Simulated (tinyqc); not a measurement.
# Worked calculation: semiconductor laser, carrier and photon rate equations

Program tinyqc, `OMP_NUM_THREADS=1 python tinyqc.py 2840038 2840039 out.jsonl`; Intel Xeon 2.30GHz, shared host, one thread, about 0.01 s. Printed values are rounded.

Carrier density N and photon density S in one mode: dN/dt = F1 = eta I/(q V) - (A N + B N^2 + C N^3) - vg g S; dS/dt = F2 = G vg g S + G be B N^2 - S/tp, with g = g0 ln(N/Ntr)/(1 + ec S). Output power P = Fo Eph S V/(G tp). No heating, no carrier transport.

Parameters, values chosen for the exercise: active volume V = 2.4e-11 cm^3; confinement factor G = 0.066; group velocity vg = 7.9e9 cm/s; gain coefficient g0 = 2500 1/cm; transparency density Ntr = 1.6e18 cm^-3; gain compression ec = 3.6e-17 cm^3; photon lifetime tp = 1.9 ps; defect recombination coefficient A = 4e7 1/s; radiative coefficient B = 9.7e-11 cm^3/s; Auger coefficient C = 5e-29 cm^6/s; share of spontaneous emission into the mode be = 4.3e-5; injection efficiency eta = 0.77; share of cavity losses that is output Fo = 0.42; photon energy Eph = 1.27 eV; drive current I = 20 mA; time step dt = 3 ps.

Constants: q = 1.602176634e-19 C. Results are converted to the units shown.

## Threshold

gth = 1/(G vg tp), Nth = Ntr exp(gth/g0), Ith = q V (A Nth + B Nth^2 + C Nth^3)/eta. Above it S is near G tp eta (I - Ith)/(q V). Carrier lifetime at threshold Nth/(A Nth + B Nth^2 + C Nth^3).

gth = 1009.43 1/cm
Nth = 2.39594e18 cm^-3
Ith = 6.69351 mA
estimate of S = 3.34141e14 cm^-3
carrier lifetime = 1.78753 ns

## Iteration 1: steady state by Newton steps

(N, S) at the start (Nth and the estimate of S): N (1e18 cm^-3) 2.396, S (1e15 cm^-3) 0.334

Jacobian, with a = g0/(N (1 + ec S)) and d = g/(1 + ec S): J11 = -(A + 2 B N + 3 C N^2) - vg a S, J12 = -vg d, J21 = G vg a S + 2 G be B N, J22 = G vg d - 1/tp. Solve J d = -F and add d to (N, S).

F1, F2 (1e27 cm^-3/s): 0.0325193  -0.00207589

J (1/ns):
```
	N	S
F1	-4.08637	-7786.61
F2	0.179549	-12.3993
```

(N, S) after iteration 1: N (1e18 cm^-3) 2.40744, S (1e15 cm^-3) 0.332175

## Iteration 2: steady state by Newton steps

As before.

F1, F2 (1e27 cm^-3/s): 1.82749e-4  -1.60056e-5

J (1/ns):
```
	N	S
F1	-4.06928	-7879.45
F2	0.177731	-6.27183
```

(N, S) after iteration 2: N (1e18 cm^-3) 2.40752, S (1e15 cm^-3) 0.332152

## Course of the iteration: steady state by Newton steps

Stop when the largest change of (N, S) is below 1e-9, or after 40 iterations. N is counted in 1e18 and S in 1e15 cm^-3, and S must be positive.

Course of the iteration:
```
iteration	S (1e15 cm^-3)	largest |change| of one entry
1	0.332175	0.0114
2	0.332152	8.92e-5
3	0.332152	7.73e-9
4	0.332152	< 1e-14
```

Converged in 4 iterations. The change falls from 0.011 in the first iteration to below the tolerance in the last.

## Power, relaxation frequency, damping and bandwidth

N = 2.40752e18 cm^-3
S = 3.32152e14 cm^-3

Jacobian, with a = g0/(N (1 + ec S)) and d = g/(1 + ec S): J11 = -(A + 2 B N + 3 C N^2) - vg a S, J12 = -vg d, J21 = G vg a S + 2 G be B N, J22 = G vg d - 1/tp. wR^2 = det J, gamma = -trace J, fR = wR/(2 pi); the response wR^2/(wR^2 - w^2 + i gamma w) falls to 1/sqrt(2) at w^2 = x + sqrt(x^2 + wR^4), x = wR^2 - gamma^2/2 (f3dB = w/(2 pi)).

P = 5.43268 mW
fR = 6.00951 GHz
gamma = 10.2929 1/ns
f3dB = 9.21444 GHz

f3dB is 1.53 times fR (1.55 without damping). gamma/wR = 0.27: the response has a resonance peak.

## One Runge-Kutta step of a transient

(N, S) at the start: N (1e18 cm^-3) 2.456, S (1e15 cm^-3) 0.166

y = (N, S), k1 = F(y), k2 = F(y + dt k1/2), k3 = F(y + dt k2/2), k4 = F(y + dt k3), y(new) = y + dt (k1 + 2 k2 + 2 k3 + k4)/6.

slopes per ps, N in 1e18 and S in 1e15 cm^-3:
```
	dN/dt	dS/dt
k1	0.00118432	0.00480823
k2	0.00111903	0.00515450
k3	0.00111496	0.00515919
k4	0.00104534	0.00552047
```

(N, S) after the step: N (1e18 cm^-3) 2.45935, S (1e15 cm^-3) 0.181478
